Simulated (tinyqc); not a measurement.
# Quasi-harmonic thermal expansion with mode Grueneisen parameters, step by step

A worked calculation. Computed by tinyqc, a small Python program that keeps every step. Command: `OMP_NUM_THREADS=1 python tinyqc.py 3014562 3014563 out.jsonl qha walk`. One thread of a shared host (Intel(R) Xeon(R) Processor @ 2.30GHz), about 0.03 s of CPU time with the checks. Intermediate numbers are printed to about 6 digits and carried at full precision; extremes and crossings named in words are read from the listed rows.

A crystal with two atoms a cell; per atom there are 1 transverse acoustic (TA), 1/2 longitudinal acoustic (LA) and 3/2 optical (O) modes. Every frequency of group i scales as nu_i (V/V0)^(-gamma_i). The acoustic groups have Debye spectra, density 3 nu^2/nu_i^3 up to nu_i (40 Gauss-Legendre points); the optical group has one frequency. Static energy: E = (9 V0 B0/16) [y^3 B' + y^2 (2 - 4 y)], y = (V0/V)^(2/3) - 1, with pressure P_s = (3 B0/2) (z^7 - z^5) [1 + (3/4)(B' - 4)(z^2 - 1)], z = (V0/V)^(1/3).

Inputs (values chosen for the exercise, modelled on silicon carbide):
```
quantity,value,unit
static volume V0,10.4,angstrom^3/atom
static bulk modulus B0,230,GPa
static B',3.99,-
frequency nu_TA,10.8,THz
frequency nu_LA,18.4,THz
frequency nu_O,24.1,THz
Grueneisen parameter gamma_TA,0.25,-
Grueneisen parameter gamma_LA,1,-
Grueneisen parameter gamma_O,1.2,-
temperature T,80,K
step factor f,0.8,-
```

Acoustic groups: Debye.

Constants: h x 1 THz = 4.135667696 meV; k_B = 8.617333262e-05 eV/K; 1 eV/angstrom^3 = 160.2176634 GPa.

## Mode groups at the static volume

For a mode with x = h nu/(k_B T), n = 1/(exp(x) - 1): U = h nu (n + 1/2), C/k_B = x^2 n (n + 1); U_i and C_i sum these over group i with its weight per atom. Phonon pressure P_ph = sum_i gamma_i U_i/V.

Groups:
```
group,h nu_i/(k_B T),U_i (meV),C_i (k_B),gamma_i C_i (k_B)
TA,6.47898,17.1916,0.226627,0.0566568
LA,11.0383,14.3178,0.0285766,0.0285766
O,14.4577,74.7523,1.64962e-04,1.97954e-04
```

phonon pressure at V0 = 1.66870 GPa

## Grueneisen's estimate

gamma_th = sum gamma_i C_i / sum C_i; volume expansion coefficient alpha_V = gamma_th C k_B/(B0 V0); linear coefficient alpha_V/3; first-order volume change P_ph/B0.

heat capacity C at V0 = 0.255369 k_B/atom

gamma_th at V0 = 0.334541

linear expansion, Grueneisen estimate = 0.164368 ppm/K

first-order volume change = 0.725523 %

The TA group gives the largest part of the expansion.

## Equilibrium volume by iteration

Start at V0 and step V(new) = V [1 + f (P_s + P_ph)/B0]; stop when |P_s + P_ph| < 1e-8 GPa, after 60 steps, or when V leaves 0.7 to 1.3 V0.

Iterations:
```
step,V (angstrom^3),P_s + P_ph (GPa)
0,10.4000,1.66870e+00
1,10.4604,3.32407e-01
2,10.4725,6.92630e-02
3,10.4750,1.45597e-02
4,10.4755,3.06616e-03
5,10.4756,6.45959e-04
6,10.4756,1.36097e-04
7,10.4757,2.86749e-05
8,10.4757,6.04165e-06
9,10.4757,1.27294e-06
10,10.4757,2.68203e-07
11,10.4757,5.65090e-08
12,10.4757,1.19061e-08
13,10.4757,2.50860e-09
```

converged (1 yes, 0 no) = 1

volume V(T) = 10.4757 angstrom^3/atom

Converged at step 13; the volume lies +0.727 % from V0.

## Properties at the equilibrium volume

B_T = -V d(P_s + P_ph)/dV at fixed T (central difference, step 1e-4 V); alpha_V = sum gamma_i C_i k_B/(B_T V), all at V(T); the linear coefficient is alpha_L = alpha_V/3. C_P - C_V = alpha_V^2 B_T V T; the optical frequency is nu_O (V/V0)^(-gamma_O).

volume change from V0 = 0.727431 %

isothermal bulk modulus B_T = 226.925 GPa

linear expansion coefficient = 0.167036 ppm/K

C_V = 0.256875 k_B/atom

C_P - C_V = 3.45885e-06 k_B/atom

optical frequency at V(T) = 23.8913 THz

B_T lies -1.34 % from the static B0, and the Grueneisen estimate at V0 differs from this expansion coefficient by -1.6 %.

## Zero-point expansion

At T = 0, U_i is the zero-point energy (h nu/2 a mode); solve P_s + P_ph = 0.

volume at T = 0 = 10.4755 angstrom^3/atom

zero-point volume change = 0.726331 %

## Expansion against temperature

V(T) solves P_s + P_ph = 0. The Grueneisen estimate uses C_i, V0 and B0 at the static volume; gamma_th = sum gamma_i C_i / sum C_i is taken at V(T).

Quasi-harmonic results:
```
T (K),V/V0 - 1 (%),B_T (GPa),alpha_L (ppm/K),"alpha_L, Grueneisen estimate",gamma_th
20,0.72634,226.936,0.00307,0.00302,0.319893
40,0.72641,226.935,0.02453,0.02413,0.320124
70,0.72700,226.929,0.11959,0.11768,0.329002
100,0.72877,226.912,0.27888,0.27423,0.355671
150,0.73563,226.839,0.65358,0.64032,0.437878
220,0.75692,226.600,1.38590,1.35585,0.573124
300,0.80109,226.136,2.24605,2.19997,0.678220
450,0.93109,224.949,3.37144,3.30272,0.767863
700,1.22453,222.643,4.23425,4.12984,0.815371
1000,1.63272,219.733,4.65088,4.50170,0.833074
```

alpha_L is positive throughout. gamma_th moves from 0.32, near gamma_TA = 0.25, to 0.83, near the average over all modes, 0.85, as the stiffer groups take up their share of C. B_T changes by -3.2 % over the table, and at the highest T the estimate at fixed V0 and B0 is off by -3.2 %.

Checks made by the program: zero of the pressure against the minimum of F(V) = E + F_ph (relative difference 8e-09); alpha against the slope of V(T) (relative difference 2e-07).
